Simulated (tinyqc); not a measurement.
# Composition and strain of an epitaxial Si(1-x)Ge(x) layer from Raman and X-ray peaks, step by step

A worked calculation. Computed by tinyqc, a small Python program that keeps every step. Command: `OMP_NUM_THREADS=1 python tinyqc.py 3019732 3019733 out.jsonl epiraman walk`. One thread of a shared host (Intel(R) Xeon(R) Processor @ 2.30GHz), about 0.01 s of CPU time with the checks. Intermediate numbers are printed to about 6 digits and carried at full precision; extremes and crossings named in words are read from the listed rows.

A (001) layer, biaxially strained in the plane. The Raman peaks follow empirical lines omega = w0 + c1 x + c3 x^3 + b eps (c3 for Si-Ge alone), with eps the in-plane strain.

Inputs (values chosen for the exercise, modelled on silicon-germanium): Ge fraction x = 0.73; degree of relaxation R = 0.76; lattice constant of Si = 5.431 angstrom; lattice constant of Ge = 5.658 angstrom; bowing B = 0.03 angstrom; 2 C12/C11 of Si = 0.764; 2 C12/C11 of Ge = 0.748; Si-Si: w0 = 520.3 1/cm; Si-Si: c1 = -63.7 1/cm; Si-Si: strain coefficient b = -682 1/cm; Si-Ge: w0 = 399.9 1/cm; Si-Ge: c1 = 25.3 1/cm; Si-Ge: c3 = -35.5 1/cm; Si-Ge: strain coefficient b = -602 1/cm; Ge-Ge: w0 = 280.3 1/cm; Ge-Ge: c1 = 18.9 1/cm; Ge-Ge: strain coefficient b = -446 1/cm; uncertainty of a Raman peak = 0.05 1/cm; X-ray wavelength = 1.540598 angstrom.

Substrate: silicon. Pair of peaks used: Si-Si and Ge-Ge.

## Lattice constants and strain

Relaxed lattice constant a(x) = a_Si + (a_Ge - a_Si) x - B x (1 - x). In-plane constant a_par = a_sub + R (a(x) - a_sub); eps = a_par/a(x) - 1; eps_perp = -(2 C12/C11) eps with 2 C12/C11 linear in x; a_perp = a(x) (1 + eps_perp).

relaxed constant a(x) = 5.590797 angstrom

substrate constant a_sub = 5.431 angstrom

a_par = 5.55245 angstrom

in-plane strain eps = -6.85972 per mille

strain along the normal = 5.16070 per mille

a_perp = 5.61965 angstrom

The layer is under compression in the plane and is stretched along the normal.

## Raman peaks

Insert x and eps in the three lines; the strain part is b eps.

Si-Si peak = 478.477 1/cm

Si-Ge peak = 408.688 1/cm

Ge-Ge peak = 297.156 1/cm

strain parts (1/cm): Si-Si 4.67833, Si-Ge 4.12955, Ge-Ge 3.05943

Read as unstrained, the Si-Si peak would give x = 0.657 in place of 0.73.

## X-ray (004) reflection

Bragg angle theta = arcsin(2 lambda/a) for (004), for the substrate with a_sub and the layer with a_perp; separation in arc seconds.

theta of the substrate = 34.5646 degree

theta of the layer = 33.2498 degree

separation, layer less substrate = -4733.39 arcsec

## Back from two peaks to composition and strain

Unknowns x and eps (per mille). Newton steps: J d = (measured - model), J = [d omega/dx, d omega/d eps] for the two peaks; start at x = 0.5, eps = 0; stop when |d| < 1e-9. The peaks are rounded to 0.001 per cm; R = (a(x)(1 + eps) - a_sub)/(a(x) - a_sub).

peaks used (1/cm): Si-Si 478.477, Ge-Ge 297.156

Iterations:
```
step         x  eps (per mille)  residual 1 (1/cm)  residual 2 (1/cm)
0     0.500000          0.00000             -9.973              7.406
1     0.729996         -6.85890              0.000              0.000
```

recovered x = 0.729996

recovered eps = -6.85890 per mille

recovered R = 0.76

## Which pair of peaks is best

For each pair invert J = [d omega/dx, d omega/d eps] at the true x. Independent errors of the given size in both peaks give sigma_x and sigma_eps = uncertainty x (norm of the rows of the inverse of J).

Error propagation:
```
pair               det J      sigma_x  sigma_eps (per mille)
Si-Si and Si-Ge  16.8959   0.00269203               0.210236
Si-Si and Ge-Ge     41.3  9.86545e-04              0.0804415
Si-Ge and Ge-Ge  25.4062   0.00147447              0.0722174
```

The pair Si-Si and Ge-Ge fixes x best (sigma_x = 9.9e-4) and Si-Si and Si-Ge worst (0.0027), a factor 2.7. Strain moves all peaks the same way, so a good pair needs different ratios of composition slope to strain coefficient, best of opposite sign; the slopes here are -63.7, -31.5 and 18.9 per cm for Si-Si, Si-Ge and Ge-Ge. Errors in the coefficients themselves are not counted.

## Relaxation at fixed composition

(004) Bragg angle theta = arcsin(2 lambda/a), with a = a_perp for the layer and a_sub for the substrate; separation = layer less substrate. The apparent x is the one that a fully strained layer (R = 0) would need to give the same a_perp.

Signatures; columns: (1) R; (2) eps (per mille); (3) Si-Si (1/cm); (4) Ge-Ge (1/cm); (5) a_perp (angstrom); (6) (004) separation (arcsec); (7) apparent x if R = 0 is assumed:
```
(1)        (2)      (3)      (4)      (5)       (6)       (7)
0.00  -28.5822  493.292  306.845  5.71102  -6889.51  0.730000
0.15  -24.2948  490.368  304.932  5.69298  -6470.59  0.686787
0.30  -20.0075  487.444  303.020  5.67495  -6048.44  0.643130
0.50  -14.2911  483.546  300.471  5.65091  -5480.51  0.584206
0.70   -8.5746  479.647  297.921  5.62686  -4906.70  0.524432
0.85   -4.2873  476.723  296.009  5.60883  -4472.42  0.479019
1.00    0.0000  473.799  294.097  5.59080  -4034.72  0.433087
```

Full relaxation moves the Si-Si peak by -19.49 per cm and shrinks the X-ray separation to 59 % of its strained value, about 1/(1 + 2 C12/C11). A symmetric reflection alone cannot part x from R: a relaxed layer read as strained gives x = 0.433 in place of 0.73. An asymmetric reflection or a second peak is needed.

Checks made by the program: recovered composition (relative difference 5e-06).
